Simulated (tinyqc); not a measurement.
Donors with valley-orbit split 1s states: sweeps and comparisons. A value that a table varies takes the place of the one given here.

Each donor binds at most one electron, in any of its states. For a site s, W_s = sum over its states of g exp(E/kT), and the ionised share is 1/(1 + W_s exp(eta)), eta = (EF - Ec)/kT; n = Nc F_1/2(eta); neutrality n + NA = ND x (mean ionised share); holes are neglected. Nc from N = 2 (m kB T/(4 pi c))^(3/2) with c = hbar^2/2m0, in 1/angstrom^3; times 1e24 for 1/cm^3, m = md. F_j(eta) = (1/Gamma(j + 1)) integral_0^infinity x^j dx/(1 + exp(x - eta)), which tends to exp(eta) for eta << 0.

Mobility (Caughey-Thomas form): mu = mu0 + (mu1 (T/300)^(-ga) - mu0)/(1 + ((ND + NA)/Nr)^de); rho = 1/(e n mu), e = 1.602176634e-19 C.

Constants: hbar^2/2m0 = 3.80998211 eV angstrom^2; kB = 8.617333262e-05 eV/K.

Parameters, chosen for this exercise (near those of P in Si; not measured data):
- md = 1.061 m0 (density-of-states mass of the conduction band)
- E = (46.5, 34.8, 33.8) meV (binding energies of 1s(A1), 1s(T2), 1s(E))
- g = (2, 6, 4) (their degeneracies with spin)
- ND = 1.6e+15 1/cm^3 (donors)
- NA = 0 1/cm^3 (compensating acceptors, all ionised)
- T = 350 K
- mu0 = 59 cm^2/(V s) (mobility at heavy doping)
- mu1 = 1393 cm^2/(V s) (mobility at light doping and 300 K)
- Nr = 8.7e+16 1/cm^3 (reference doping)
- de = 0.72 (doping exponent)
- ga = 2.3 (temperature exponent)

## What the excited states change

The last columns keep only the ground state of each site (g = 2).

Results:
```
T (K)  effective degeneracy     eta  n (1/cm^3)  n, ground states only  ratio
40                     2.30  -10.54    3.54e+13               3.80e+13  0.933
60                     2.97   -8.83    3.57e+14               4.23e+14  0.844
80                     3.73   -8.33    9.08e+14               1.08e+15  0.842
110                    4.79   -8.38    1.39e+15               1.50e+15  0.929
150                    5.92   -8.74    1.55e+15               1.58e+15  0.978
200                    6.96   -9.15    1.58e+15               1.59e+15  0.992
250                    7.70   -9.48    1.59e+15               1.60e+15  0.996
300                    8.26   -9.75    1.60e+15               1.60e+15  0.998
400                    9.04  -10.18    1.60e+15               1.60e+15  0.999
500                    9.55  -10.52    1.60e+15               1.60e+15  0.999
```

The effective degeneracy grows from 2.30 to 9.55. Excited states hold electrons back, so the ratio is never above 1; it is lowest, 0.842, at 80 K of those listed, and 0.998 at 300 K. At low T the excited states empty out, and at high T more donors are ionised (n is 100 % of ND - NA in the last row), so the effect is largest in between.

## Ionisation and resistivity against doping

NA = 0.

Results:
```
ND (1/cm^3)  n (1/cm^3)   n/ND  mu (cm^2/(V s))  rho (ohm cm)  rho at full ionisation
1.0e+14        1.00e+14  1.000              970          64.3                    64.3
1.0e+15        9.99e+14  0.999              942          6.64                    6.63
1.0e+16        9.89e+15  0.989              817         0.772                   0.764
3.0e+16        2.90e+16  0.967              686         0.314                   0.303
1.0e+17        9.04e+16  0.904              495         0.139                   0.126
3.0e+17        2.35e+17  0.783              326        0.0815                  0.0638
1.0e+18        5.89e+17  0.589              194        0.0546                  0.0322
2.0e+18        9.43e+17  0.472              146        0.0453                  0.0214
```

From 1e16 to 1e18 1/cm^3 rho falls by a factor 14.1, not 100: the mobility takes a factor 4.21 and incomplete ionisation 1.68. n/ND is below 0.9 from 3e+17 1/cm^3 on. From a few times 1e18 1/cm^3 on, depending on the dopant, the levels merge with the band, and already below that screening lowers the binding energy, so the last rows understate n.

## Compensation sets the slope of the freeze-out

NA = K ND. The slope energy is -d ln(n T^(-p))/d(1/kT) between 30 and 36 K, with p = 3/4 for K = 0 and p = 3/2 otherwise.

Results:
```
K       n(30 K) (1/cm^3)  n(36 K) (1/cm^3)  slope energy (meV)
0               3.19e+12          1.59e+13               22.79
0.0010          2.49e+12          1.51e+13               23.74
0.010           6.09e+11          9.77e+12               38.80
0.050           1.21e+11          2.93e+12               45.14
0.20            2.56e+10          6.38e+11               45.67
0.50            6.39e+09          1.60e+11               45.70
```

Without acceptors the slope is 22.79 meV, against half the ground-state energy, 23.25; with K = 0.05 it is 45.14 meV, against the full 46.5. The full energy (less a few meV where excited levels lie within a few kT) shows where n is far below NA, since the acceptors then hold EF near the donor level: n(36 K)/NA is 9.5 for K = 0.001 and 0.037 for K = 0.05; for K = 0.001 the sample is still in or near the uncompensated regime, where p = 3/2 is the wrong power, so that slope means little.

## What moves the carrier density

All results formed anew. Each row changes one parameter from the base and keeps the others.

Results:
```
case                            eta  n (1/cm^3)  rho (ohm cm)
base                         -9.982   1.597e+15         4.210
E = (51.5, 34.8, 33.8) meV   -9.982   1.597e+15         4.211
md = 1.167 m0               -10.125   1.597e+15         4.209
ND = 3.2e+15 1/cm^3          -9.291   3.188e+15         2.177
NA = 1.6e+14 1/cm^3         -10.088   1.437e+15         4.695
T = 380 K                   -10.105   1.598e+15         5.082
Nr = 1.74e+17 1/cm^3         -9.982   1.597e+15         4.128
```

The largest shifts from the base row, up to three for each result and ties (the steps differ in size, so this ranks the rows, not the parameters). eta: ND +0.691, md -0.143, T -0.123; unchanged at the printed digits by E and Nr. n (1/cm^3): ND +1.59e+15, NA -1.60e+14, T +5.92e+11; unchanged at the printed digits by E, md and Nr. rho (ohm cm): ND -2.03, T +0.871, NA +0.484.

Program tinyqc; command `OMP_NUM_THREADS=1 python tinyqc.py 1652736 1652737 out.jsonl`; about 0.01 s on one thread of a shared Intel(R) Xeon(R) Processor @ 2.30GHz.
